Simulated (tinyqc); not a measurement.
Velocity against current: domain walls in a thin film with perpendicular anisotropy: Bloch, Neel and chiral walls, motion and stripe domains. Computed by tinyqc, a small Python program. Command: `OMP_NUM_THREADS=1 python tinyqc.py 3025991 3025992 out.jsonl mwall walk`. One thread of a shared host (Intel(R) Xeon(R) Processor @ 2.30GHz), about 0.01 s of CPU time with the checks.

One-dimensional wall: polar angle theta(x), azimuth phi of the moment in the wall (phi = 0 Neel, 90 degrees Bloch). mu_0 = 1.25663706212e-6 T m/A, gamma = 1.76085963023e11 rad/(s T).

Inputs (values chosen for the exercise, for a model film):
```
quantity,value,unit
saturation magnetisation M_s,1330,kA/m
exchange stiffness A,19,pJ/m
uniaxial anisotropy K_u,1350,kJ/m^3
DMI constant D,1.5,mJ/m^2
thickness t,1.5,nm
damping alpha,0.27,-
current density J,0.29,1e12 A/m^2
spin Hall angle theta_SH,0.31,-
```

Drive: spin-orbit torque.

Constants: hbar = 1.054571817e-34 J s; e = 1.602176634e-19 C.

Method:
- K_eff = K_u - mu_0 M_s^2/2; Delta = sqrt(A/K_eff); sigma_0 = 4 sqrt(A K_eff); profile theta = 2 arctan exp(x/Delta); quality factor Q = 2 K_u/(mu_0 M_s^2).
- sigma(phi) = sigma_0 + 2 Delta K_D cos^2(phi) - pi D cos(phi), with the wall shape anisotropy K_D = N_x mu_0 M_s^2/2, N_x = t ln 2/(pi Delta). The minimum has cos(phi) = D/D_N for D < D_N = 4 Delta K_D/pi and phi = 0 beyond; sigma turns negative at D_c = (sigma_0 + 2 Delta K_D)/pi.
- Spin-orbit drive: B_SL = hbar theta_SH J/(2 e M_s t) acts as the field (pi/2) B_SL cos(phi). Steady state: v = (gamma Delta/alpha)(pi/2) B_SL cos(phi) = gamma Delta [B_D sin(phi) - (B_K/2) sin(2 phi)], B_K = 2 K_D/M_s, B_D = pi D/(2 M_s Delta); the root with phi between its rest value and 90 degrees; v saturates at v_D = gamma Delta B_D.

K_D = 41.2172 kJ/m^3

width parameter Delta = 8.92424 nm

azimuth phi = 0 degrees

saturation velocity v_D = 311.949 m/s

Steady motion:
```
J (1e12 A/m^2),B_SL (mT),phi (degrees),v (m/s),v at fixed rest phi (m/s)
0.02,1.02,2.494,9.34,9.4
0.05,2.56,6.202,23.24,23.4
0.10,5.11,12.173,45.70,46.8
0.20,10.23,22.824,86.18,93.5
0.50,25.57,44.019,168.10,233.8
1.00,51.14,60.543,229.92,467.5
2.00,102.28,73.123,271.46,935.1
5.00,255.70,82.697,297.14,2337.6
```

What follows from these numbers?

The linear law holds to 5 % in 3 of the eight rows; in the last row v is 95.3 % of v_D = pi gamma D/(2 M_s), which depends on neither alpha nor theta_SH. Caution: pinning, heating and tilting of the wall are left out.

Extremes, crossings and ranges named in words are read from the listed rows.
